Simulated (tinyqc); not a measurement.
Changing the forward bias V: trap-assisted generation and recombination current of an abrupt junction. Computed by tinyqc, a small Python program. Command: `OMP_NUM_THREADS=1 python tinyqc.py 3027789 3027790 out.jsonl junctionleak sweep`. One thread of a shared host (Intel(R) Xeon(R) Processor @ 2.30GHz), about 0.02 s of CPU time with the checks.

Depletion approximation, flat quasi-Fermi levels across the depleted layer, long neutral regions with minority lifetimes tau_n and tau_p, full ionisation and Boltzmann statistics. Voltages in exponents stand for e V.

Inputs (values chosen for the exercise, for a model semiconductor):
```
quantity                              value    unit
gap E_g                               0.623      eV
electron mass m_e                     0.201     m_0
valleys M_c                               4       -
hole mass m_h                         0.264     m_0
dielectric constant eps                12.1       -
acceptor density N_A                6.2e+15   cm^-3
donor density N_D                   1.5e+17   cm^-3
capture time tau_n                    9e-08       s
capture time tau_p                  1.9e-08       s
trap level E_t - E_i                 -0.074      eV
electron diffusion coefficient D_n       41  cm^2/s
hole diffusion coefficient D_p          1.3  cm^2/s
temperature T                           250       K
```

Field enhancement: none.

Constants: k_B = 8.617333262e-05 eV/K; m_0 = 9.1093837015e-31 kg; k_B = 1.380649e-23 J/K; h = 6.62607015e-34 J s; e = 1.602176634e-19 C; eps_0 = 8.8541878128e-12 F/m.

Method:
- N_c = 2 M_c (2 pi m_e k_B T/h^2)^(3/2) and N_v = 2 (2 pi m_h k_B T/h^2)^(3/2), masses in units of m_0.
- n_i = sqrt(N_c N_v) exp(-E_g/2 k_B T); V_bi = (k_B T/e) ln(N_A N_D/n_i^2); diffusion saturation current J_d0 = e n_i^2 [sqrt(D_n/tau_n)/N_A + sqrt(D_p/tau_p)/N_D].
- W = sqrt(2 eps eps_0 (V_bi - V)(1/N_A + 1/N_D)/e), x_p = W N_D/(N_A + N_D), x_n = W - x_p, peak field F_m = 2 (V_bi - V)/W; reverse bias means V = -V_r.
- Potential from the p edge: phi = (V_bi - V) x^2/(x_p W) on the p side and (V_bi - V)[1 - (W - x)^2/(x_n W)] on the n side; p = N_A exp(-phi/k_B T), n = n_i^2 exp(V/k_B T)/p; U = (n p - n_i^2)/[tau_p (n + n_i exp(dE/k_B T)) + tau_n (p + n_i exp(-dE/k_B T))], dE = E_t - E_i, n1 = n_i exp(dE/k_B T), p1 = n_i exp(-dE/k_B T); J_t = e int U dx by the trapezoid rule on 400 intervals on each side.
- Total J = J_t + J_d0 (exp(V/k_B T) - 1); ideality n = (e/k_B T) dV/d ln J, central difference of 1 mV.

One run for each value:
```
forward bias V (V)  total forward current (A/cm^2)  recombination current in the layer (A/cm^2)  ideality factor
0.062                                   6.2152e-05                                   1.5920e-05           0.9770
0.110                                   5.5807e-04                                   1.0612e-04           1.0345
0.160                                   5.2345e-03                                   6.0620e-04           1.0348
0.210                                   5.0021e-02                                   2.8565e-03           1.0210
0.260                                   4.9252e-01                                   1.2136e-02           1.0096
```

What does the table show?

Over the rows, total forward current (A/cm^2) rises from 6.22e-5 to 0.493 (exponent d ln y / d ln x 3.8 between the first rows and 11 between the last); recombination current in the layer (A/cm^2) rises from 1.59e-5 to 0.0121 (exponent d ln y / d ln x 3.3 between the first rows and 6.8 between the last); ideality factor goes from 0.977 through a maximum among these rows, 1.03 at 0.160, to 1.01.  Left out: 0.320, 0.370 (the injected density, weighted by the ratio of capture times where that exceeds one, passes a tenth of the doping). Left out: 0.420, 0.470 (the run failed its checks).

Extremes, crossings and ranges named in words are read from the listed rows.
